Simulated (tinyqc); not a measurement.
# Trap density from one capacitance

Question. Traps spread evenly through the insulator exchange electrons with the semiconductor by tunnelling, with tau(x) = t0 exp(2 ka x) at depth x from the interface. The admittance per area Y seen at depth x obeys dY/dx = -Y^2/(i w eps0 eox) + q Nb ln(1 + i w tau)/tau, with Y(0) = i w Cs and w = 2 pi f; the gate sees Y(tox) = G + i w C. Working variable y = Y/(i w), in uF/cm^2. Cox = eps0 eox/tox. Find Nb and G/w.

Inputs (values chosen for the exercise):
- eox = 8.41 (relative permittivity of the insulator)
- tox = 9.4 nm (insulator thickness)
- Cs = 5.9 uF/cm^2 (semiconductor capacitance in accumulation)
- ka = 3.6 1/nm (decay constant of the wave function in the insulator)
- t0 = 7e-11 s (time constant of a trap at the interface)
- f = 1e5 Hz (frequency)

Constants: q = 1.602176634e-19 C, eps0 = 8.8541878128e-14 F/cm where lengths are in cm. Results are converted to the units shown.

C = 0.72992347 uF/cm^2

Solution. C rises steadily with Nb, so one density matches; in practice ka and t0 must come from the frequency dependence.

Nb = 3.90e19 cm^-3 eV^-1
G/w = 0.00726 uF/cm^2

Program tinyqc, `OMP_NUM_THREADS=1 python tinyqc.py 2202019 2202020 out.jsonl`; Intel Xeon 2.30GHz, shared host, one thread, about 0.6 s.
